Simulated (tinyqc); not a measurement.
Undoped symmetric double-gate MOSFET, analytic potential model: two steps of the calculation.

An undoped body of thickness ts between two equal insulators and tied gates; long channel, electrons only, n = ni exp((psi - V)/Vt) with V the quasi-Fermi potential (0 at the source, Vd at the drain), constant mobility, no quantisation. Across the body psi(x) = V - 2 Vt ln[(ts/(2 beta)) sqrt(q ni/(2 eps0 eps_r Vt)) cos(2 beta x/ts)], x from the centre. Q is the electron charge per area of the whole body.

Inputs (values chosen for the exercise); material values close to those of In0.53Ga0.47As:
- T = 300 K (temperature)
- eps_r = 14 (relative permittivity of the semiconductor)
- Nc = 2.12e17 cm^-3 (conduction-band density of states at T)
- ts = 25 nm (body thickness)
- Vg = 0.68 V (gate voltage)

Constants: q = 1.602176634e-19 C, kB = 1.380649e-23 J/K, Vt = kB T/q, eps0 = 8.8541878128e-14 F/cm where lengths are in cm. Results are converted to the units shown.

Problem 1. beta at the source by Newton steps. With V = 0: f = ln(beta) - ln(cos beta) + 2 r beta tan(beta) - (Vg - V0)/(2 Vt); f' = 1/beta + tan(beta) + 2 r [tan(beta) + beta/cos^2(beta)]; beta(new) = beta - f/f'.

beta at the start = 1.2
r = 0.33624454
V0 = 0.46212804 V

Find: f; f'; beta after iteration 1.

Solution 1.

f = -0.94069
f' = 11.281
beta after iteration 1 = 1.2834

Problem 2. Potential and electron density across the body at the source. psi(x) as above with V = 0 and beta = beta_s; n = ni exp(psi/Vt).

| point | x/ts |
|---|---|
| 0 | 0 |
| 1 | 0.1 |
| 2 | 0.2 |
| 3 | 0.3 |
| 4 | 0.4 |
| 5 | 0.45 |
| 6 | 0.5 |

beta_s = 1.2703258
ni = 6.7416310e11 cm^-3

Wanted: psi; n.

Solution 2.

| point | psi (V) | n (cm^-3) |
|---|---|---|
| 0 | 0.3445 | 4.131e17 |
| 1 | 0.3462 | 4.410e17 |
| 2 | 0.3515 | 5.413e17 |
| 3 | 0.3612 | 7.897e17 |
| 4 | 0.3777 | 1.490e18 |
| 5 | 0.3900 | 2.403e18 |
| 6 | 0.4074 | 4.716e18 |

The density at the surface is 11.4 times that at the centre (1/cos^2 beta). It reaches 22 Nc, where Boltzmann statistics overestimate it.

Program tinyqc, `OMP_NUM_THREADS=1 python tinyqc.py 2440091 2440092 out.jsonl`; Intel Xeon 2.30GHz, shared host, one thread, about 0.01 s.
